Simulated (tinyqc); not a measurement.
Worked calculation: space-charge-limited current through a thin insulating or semi-insulating film with traps. Computed by tinyqc, a small Python program that keeps every step. Command: `OMP_NUM_THREADS=1 python tinyqc.py 3024860 3024861 out.jsonl sclc walk`. One thread of a shared host (Intel(R) Xeon(R) Processor @ 2.30GHz), about 0.01 s of CPU time with the checks. Intermediate numbers are printed to about 6 digits and carried at full precision; extremes and crossings named in words are read from the listed rows.

One ohmic injecting contact at x = 0 (field zero), drift only, non-degenerate free carriers.

Inputs (values chosen for the exercise, modelled on Si3N4):
```
quantity                                            value        unit
permittivity eps                                      7.5           -
band mobility mu                                      0.1  cm^2/(V s)
effective density of states N_c                     1e+20      1/cm^3
trap density N_t                                  8.6e+16      1/cm^3
equilibrium Fermi level below the band edge, E_0     0.63          eV
thickness d                                           240          nm
free density at the anode, in units of N_c        2.1e-05           -
temperature T                                         400           K
characteristic temperature T_c                        700           K
```

Traps: exponential tail.

Constants: k_B = 8.617333262e-05 eV/K; e = 1.602176634e-19 C; eps_0 = 8.8541878128e-12 F/m.

## Equilibrium and landmark voltages

Free density n_0 = N_c exp(-E_0/k_B T) in equilibrium; trapped density n_t(n) = N_t (n/N_c)^(T/T_c) (the low-temperature form). theta = n/(n + n_t) at the anode density; trap-filled-limit voltage V_TFL = e (N_t - n_t(n_0)) d^2/(2 eps eps_0).

n_0 = 1.15438e+12 1/cm^3

n_t(n_0) = 2.50437e+12 1/cm^3

theta = 0.920007

V_TFL = 5.97556 V

## One point of the curve

J = e mu n F and (eps eps_0/e) dF/dx = n - n_0 + n_t(n) - n_t(n_0) = rho(n). With F = J/(e mu n): d = (eps eps_0 J/(e^2 mu)) I_1 and V = (eps eps_0 J^2/(e^3 mu^2)) I_2, I_k = int_(n_L)^infinity dn/(n^(k+1) rho(n)), n_L the density at the anode; with u = n_L/n, 200 Gauss-Legendre points in t, u = 1 - (1 - t)^2. Anode field J/(e mu n_L); Mott-Gurney current (9/8) eps eps_0 mu V^2/d^3; ohmic current e n_0 mu V/d.

I_1 = 1.05932e-31 cm^6

I_2 = 3.34917e-47 cm^9

current density J = 0.875780 A/cm^2

voltage V = 0.414768 V

anode field over mean field V/d = 1.50616

trap-free Mott-Gurney current = 0.929691 A/cm^2

ohmic current = 3.19634e-04 A/cm^2

J is 0.942 times the trap-free law and 2740 times the ohmic current; theta is 0.920. The field ratio is 1 for ohmic flow, 3/2 for the square law and 2 for a uniform fixed charge; here 1.51.

## The whole curve

The last column is d ln J/d ln V up to the next row.

Current against voltage:
```
n_L (1/cm^3)        V (V)   J (A/cm^2)    slope
1.20e+12      1.19261e-04  1.16035e-07  1.66148
4.60e+12      1.24553e-03  5.72003e-06  2.04625
1.70e+13      4.41131e-03  7.60725e-05  2.08326
6.40e+13      1.49913e-02  9.72752e-04  2.06655
2.40e+14      5.15941e-02  1.25097e-02  2.04406
9.10e+14      1.84357e-01  1.68940e-01  2.02698
3.40e+15      6.63922e-01  2.26809e+00  2.01589
1.30e+16      2.48235e+00  3.23783e+01  2.00916
4.90e+16      9.23690e+00  4.53739e+02  2.00527
1.80e+17      3.36847e+01  6.07549e+03  2.00301
6.90e+17      1.28569e+02  8.88660e+04  2.00170
2.60e+18      4.83293e+02  1.25854e+06        -
```

The slope starts at 1.66, peaks at 2.1 between 0.00441 and 0.0150 V and ends at 2.00. Rows below 0.34 V (10 k_B T/e) are formal, since diffusion from the contact rules there. Self-heating is left out, although J V exceeds 1e5 W/cm^2 at the last row. Rows above 72.0 V are formal, since the mean field exceeds 3 MV/cm and breakdown sets in. An exponential tail gives the power law T_c/T + 1 = 2.75, which this range does not fully reach.

Checks made by the program: trap-free limit against the Mott-Gurney law (relative difference 5e-08).
